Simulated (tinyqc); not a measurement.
# Strain-driven roughening and islands of a mismatched epitaxial film, step by step

A worked calculation. Computed by tinyqc, a small Python program that keeps every step. Command: `OMP_NUM_THREADS=1 python tinyqc.py 3002277 3002278 out.jsonl island walk`. One thread of a shared host (Intel(R) Xeon(R) Processor @ 2.30GHz), about 0.01 s of CPU time with the checks. Intermediate numbers are printed to about 5 digits and carried at full precision; extremes and crossings named in words are read from the listed rows.

Film and substrate share isotropic elastic constants; the film is coherent and biaxially strained.

Inputs (values chosen for the exercise, modelled on In(0.5)Ga(0.5)As on GaAs):
```
quantity                                      value       unit
misfit |f|                                   0.0357          -
shear modulus G                                38.8        GPa
Poisson ratio nu                               0.32          -
surface energy gamma                          0.839      J/m^2
contact angle of the shallow shape theta_1     10.8    degrees
contact angle of the steep shape theta_2       22.6    degrees
facet energy of shape 1 over gamma            1.003          -
facet energy of shape 2 over gamma             1.01          -
wetting energy gamma_s - gamma                 0.46      J/m^2
decay length of wetting delta                   0.2         nm
surface mobility D_s nu_s Omega^2/(k_B T)   2.1e-34  m^6/(J s)
initial ripple amplitude A0                   0.068         nm
ripple wavelength over the critical one         1.5          -
island volume V                               96000       nm^3
```

Transport: surface diffusion.

Constants: e = 1.602176634e-19 C.

## Elastic energy of the flat film

M = 2 G (1 + nu)/(1 - nu); stress = M f; energy density w = M f^2.

biaxial modulus M = 150.64 GPa

stress = 5.37768 GPa

energy density w = 191.98 MJ/m^3

## Asaro-Tiller-Grinfeld instability

A ripple A cos(k x) has the surface chemical potential per volume [gamma k^2 - 2 (1 + nu) w k] A cos(k x), so k_c = 2 (1 + nu) w/gamma. With surface diffusion the amplitude grows at the rate q = B k^2 [2 (1 + nu) w k - gamma k^2], fastest at k_m = (3/4) k_c. B is the surface mobility.

k_c = 0.60409 1/nm

critical wavelength = 10.401 nm

fastest wavelength = 13.868 nm

growth time 1/q at k_m = 0.40409 s

A ripple of A0 needs about 0.94 s to reach a twentieth of its wavelength.

## A ripple of given wavelength

A ripple A cos(k x) has the surface chemical potential per volume [gamma k^2 - 2 (1 + nu) w k] A cos(k x), so k_c = 2 (1 + nu) w/gamma. With surface diffusion the amplitude grows at the rate q = B k^2 [2 (1 + nu) w k - gamma k^2], fastest at k_m = (3/4) k_c. B is the surface mobility. Stress at the trough = stress x (1 + 2 k A).

k = 0.40273 1/nm

rate q = 2.3174 1/s

q over the largest rate = 0.93644

stress concentration at A0 = 1.0548

The ripple grows.

## Wetting layer

The surface energy depends on thickness as gamma + (gamma_s - gamma) exp(-h/delta). Its curvature adds W2 = (gamma_s - gamma) exp(-h/delta)/delta^2 to the restoring terms; the flat film is stable while W2 > (1 + nu)^2 w^2/gamma, which gives h_c = delta ln[(gamma_s - gamma) gamma/(delta^2 (1 + nu)^2 w^2)], or 0 if negative.

wetting-layer thickness h_c = 1.0024 nm

Layer-by-layer growth up to h_c, then roughening: the Stranski-Krastanov mode.

## Island nucleation

Shallow faceted island (Tersoff form): E = 4 Gam V^(2/3) tan^(1/3)(theta) - 6 c V tan(theta), Gam = gamma [x/sin(theta) - 1/tan(theta)], x the facet energy over gamma, c = stress^2 (1 - nu)/(2 pi G). The barrier is the maximum of E, at V_c = [4 Gam/(9 c)]^3 / tan^2(theta) (1 GPa nm = 1 J/m^2).

c = 0.080665 GPa

Gam of shape 1 = 0.092741 J/m^2

critical volume, shape 1 = 3.6664 nm^3

barrier, shape 1 = 1.0564 eV

Gam of shape 2 = 0.18948 J/m^2

critical volume, shape 2 = 6.5669 nm^3

barrier, shape 2 = 4.1288 eV

The shallow shape has the lower barrier. Each barrier is a third of the surface term at V_c and scales as Gam^3/c^2, that is as f^(-4). Caution: a critical island of a few cubic nanometres holds a few hundred atoms at most, and edge energies, left out here, matter.

## Which shape at the volume V

The two energies cross at V_x^(1/3) = 4 [Gam_2 t2^(1/3) - Gam_1 t1^(1/3)]/(6 c (t2 - t1)), t = tan(theta); mu = dE/dV.

E of shape 1 = -52526 eV

E of shape 2 = -1.1331e+05 eV

crossing volume V_x = 33.652 nm^3

jump of mu at V_x, shape 2 less shape 1 = -36.380 MJ/m^3

At V the steep shape is lower. At V_x the chemical potential drops, so islands that have turned steep grow at the cost of the shallow ones.

## Scaling with the misfit

A ripple A cos(k x) has the surface chemical potential per volume [gamma k^2 - 2 (1 + nu) w k] A cos(k x), so k_c = 2 (1 + nu) w/gamma. With surface diffusion the amplitude grows at the rate q = B k^2 [2 (1 + nu) w k - gamma k^2], fastest at k_m = (3/4) k_c. V_c = [4 Gam/(9 c)]^3/tan^2(theta), barrier = (4/3) Gam V_c^(2/3) tan^(1/3)(theta); the growth time is 1/q at k_m.

Misfit scaled at fixed constants:
```
|f| (%)  fastest wavelength (nm)  growth time (s)  V_c of shape 1 (nm^3)  barrier of shape 1 (eV)
0.8925                    221.89       2.6482e+04             1.5017e+04               2.7043e+02
1.2495                    113.21       1.7944e+03             1.9945e+03               7.0396e+01
1.7850                     55.47       1.0345e+02             2.3465e+02               1.6902e+01
2.4990                     28.30       7.0095e+00             3.1164e+01               4.3998e+00
3.5700                     13.87       4.0409e-01             3.6664e+00               1.0564e+00
4.9980                      7.08       2.7381e-02             4.8693e-01               2.7499e-01
```

Halving the misfit stretches the wavelength 4 times, the barrier 16 times, the volume 64 times and the time 256 times: f^(-2), f^(-4), f^(-6), f^(-8). Over these rows the time spans 6.0 decades: strongly mismatched films tend to roughen first, while dilute alloys have time to stay flat. Rows with wavelengths under 10 nm or volumes under 5 nm^3 are beyond the continuum picture.

Checks made by the program: k_m against a numerical maximum of the rate (relative difference 4e-10).
